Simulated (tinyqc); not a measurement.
Inputs raised by 5 %, one at a time: Bloch-Grueneisen resistivity of a metal. Computed by tinyqc, a small Python program. Command: `OMP_NUM_THREADS=1 python tinyqc.py 3015629 3015630 out.jsonl bg sens`. One thread of a shared host (Intel(R) Xeon(R) Processor @ 2.30GHz), about 0.01 s of CPU time with the checks.

Electrons scatter from a Debye spectrum of phonons (n = 5 for scattering within one band, n = 3 for scattering into a second, heavy band) and from static defects.

Inputs (values chosen for the exercise, modelled on gold): exponent n = 5; Debye temperature Theta = 183 K; transport coupling lambda_tr = 0.16; Drude plasma energy hbar w_p = 9 eV; residual resistivity rho_0 = 0.037 microohm cm; temperature T = 20 K.

Addition: none.

Constants: k_B = 1.380649e-23 J/K; hbar = 1.054571817e-34 J s; eps_0 = 8.8541878128e-12 F/m; hbar = 6.582119569e-16 eV s; k_B = 8.617333262e-05 eV/K.

Method:
- J_n(y) = int_0^y x^n e^x/(e^x - 1)^2 dx, by 96 Gauss-Legendre points (upper limit at most 60).
- rho_ph = (n - 1) rho_1 (T/Theta)^n J_n(Theta/T), with rho_1 = 2 pi lambda_tr k_B Theta/(hbar eps_0 w_p^2), the high-temperature line at T = Theta.
- Matthiessen's rule: rho = rho_0 + rho_ph.
- Temperature coefficient (1/rho) d rho/dT by a central difference of +/- 0.5 K; residual ratio rho(295 K)/rho(4.2 K); scattering time tau = 1/(eps_0 w_p^2 rho); Wiedemann-Franz kappa = L_0 T/rho, L_0 = (pi^2/3)(k_B/e)^2.

Runs; columns: (1) input moved; (2) from; (3) to; (4) resistivity rho (microohm cm); (5) temperature coefficient (1e-3/K); (6) residual resistance ratio; (7) Wiedemann-Franz conductivity (W/(m K)):
```
(1)                                         (2)      (3)       (4)     (5)     (6)     (7)
base run                                      -        -  0.047127  47.734  63.047  1036.8
Debye temperature Theta (K)                 183   192.15  0.045541  42.571  62.913  1072.9
transport coupling lambda_tr               0.16    0.168  0.047634  49.588  66.149  1025.7
Drude plasma energy hbar w_p (eV)             9     9.45  0.046186  44.179  57.279  1057.9
residual resistivity rho_0 (microohm cm)  0.037  0.03885  0.048977  45.931  60.093   997.6
temperature T (K)                            20       21  0.049546  52.291  63.047  1035.5
```

Exponents ln(y'/y) / ln(x'/x):
```
input                         resistivity rho  temperature coefficient  residual resistance ratio  Wiedemann-Franz conductivity
Debye temperature Theta                -0.702                   -2.346                     -0.043                         0.702
transport coupling lambda_tr            0.219                    0.781                      0.984                        -0.219
Drude plasma energy hbar w_p           -0.414                   -1.586                     -1.966                         0.414
residual resistivity rho_0              0.789                   -0.789                     -0.984                        -0.789
temperature T                           1.026                    1.869                      0.000                        -0.026
```

Among the inputs moved here: resistivity rho answers most in size to temperature T (exponent +1.026), next to residual resistivity rho_0 (+0.789). Temperature coefficient answers most in size to Debye temperature Theta (exponent -2.346), next to temperature T (+1.869). Residual resistance ratio answers most in size to Drude plasma energy hbar w_p (exponent -1.966), next to transport coupling lambda_tr (+0.984); its exponent is below 0.0005 for temperature T. Its exponent -0.984 in residual resistivity rho_0: a clean metal, where the ratio is rho(295 K)/rho_0. Wiedemann-Franz conductivity answers most in size to residual resistivity rho_0 (exponent -0.789), next to Debye temperature Theta (+0.702).
